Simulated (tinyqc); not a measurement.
# Changing the stiffness alpha r0

Model: pair-potential crystal by lattice sums. Computed by tinyqc, a small Python program. Command: `OMP_NUM_THREADS=1 python tinyqc.py 3024062 3024063 out.jsonl pairsum sweep`. One thread of a shared host (Intel(R) Xeon(R) Processor @ 2.30GHz), about 0.06 s of CPU time with the checks.

Energy per atom E = (1/2) sum over neighbours of phi(r); d is the nearest-neighbour distance.

Inputs (values chosen for the exercise, for model atoms): well depth eps = 0.192 eV; pair minimum r0 = 3.75 angstrom; cut-off r_c/r0 = 2.39.

Potential: Morse. Structure: fcc.

Constants: 1 eV/angstrom^3 = 160.2176634 GPa.

Method:
- phi0(r) = eps [exp(-2 alpha (r - r0)) - 2 exp(-alpha (r - r0))]; shifted-force cut-off: phi(r) = phi0(r) - phi0(r_c) - (r - r_c) phi0'(r_c) for r < r_c, zero beyond.
- Shells (distance in units of d, count): fcc 1.0000 (12), 1.4142 (6), 1.7321 (24), 2.0000 (12), 2.2361 (24), 2.4495 (8), 2.6458 (48), 2.8284 (6), 3.0000 (36), 3.1623 (24); hcp 1.0000 (12), 1.4142 (6), 1.6330 (2), 1.7321 (18), 1.9149 (12), 2.0000 (6), 2.2361 (12), 2.3805 (12), 2.4495 (6), 2.5166 (6), 2.5820 (12), 2.6458 (24), 2.7080 (6), 2.8868 (12), 3.0000 (12), 3.1091 (24), 3.1623 (12); bcc 1.0000 (8), 1.1547 (6), 1.6330 (12), 1.9149 (24), 2.0000 (8), 2.3094 (6), 2.5166 (24), 2.5820 (24), 2.8284 (24), 3.0000 (32); sc 1.0000 (6), 1.4142 (12), 1.7321 (8), 2.0000 (6), 2.2361 (24), 2.4495 (24), 2.8284 (12), 3.0000 (30), 3.1623 (24); diamond 1.0000 (4), 1.6330 (12), 1.9149 (12), 2.3094 (6), 2.5166 (12), 2.8284 (24), 3.0000 (16). Volumes per atom in d^3: fcc 0.70711, hcp 0.70711, bcc 0.76980, sc 1.00000, diamond 1.53960; hcp has the ideal c/a. Every shell inside the cut-off is summed.
- Equilibrium: dE/dd = 0 at the lowest minimum with d between 0.78 r0 and 1.45 r0; B = d^2 E''(d)/(9 Omega).
- Unrelaxed vacancy: removing an atom breaks its bonds (2|E|) and placing it on the surface returns |E|, so E_v = |E|.
- At zero stress C_ijkl = (1/(2 Omega)) sum (phi'' - phi'/r) R_i R_j R_k R_l / r^2 over all neighbours, on cube axes; so C44 = C12 (Cauchy relation). C' = (C11 - C12)/2.

One run for each value:
```
stiffness alpha r0  energy per atom (eV)  equilibrium distance d (angstrom)  bulk modulus B (GPa)  C' (GPa)
3.2                              -1.9372                             3.0748                 28.94     4.883
4.2                              -1.5591                             3.4908                 31.27     6.448
5.1                              -1.3991                             3.6254                 37.64     9.394
6.1                              -1.2974                             3.6909                 47.90    13.799
7.1                              -1.2389                             3.7203                 60.80    19.202
8.1                              -1.2049                             3.7344                 76.27    25.558
9.0                              -1.1862                             3.7410                 92.32    32.051
10.0                             -1.1734                             3.7450                112.46    40.086
```

Over the rows, energy per atom (eV) rises from -1.94 to -1.17 (exponent d ln y / d ln x -0.80 between the first rows and -0.10 between the last); equilibrium distance d (angstrom) rises from 3.07 to 3.74 (exponent d ln y / d ln x 0.47 between the first rows and 0.010 between the last); bulk modulus B (GPa) rises from 28.9 to 112 (exponent d ln y / d ln x 0.28 between the first rows and 1.9 between the last). A stiff well binds the first shell alone, where E tends to -z eps/2 = -1.152 eV and d to r0.
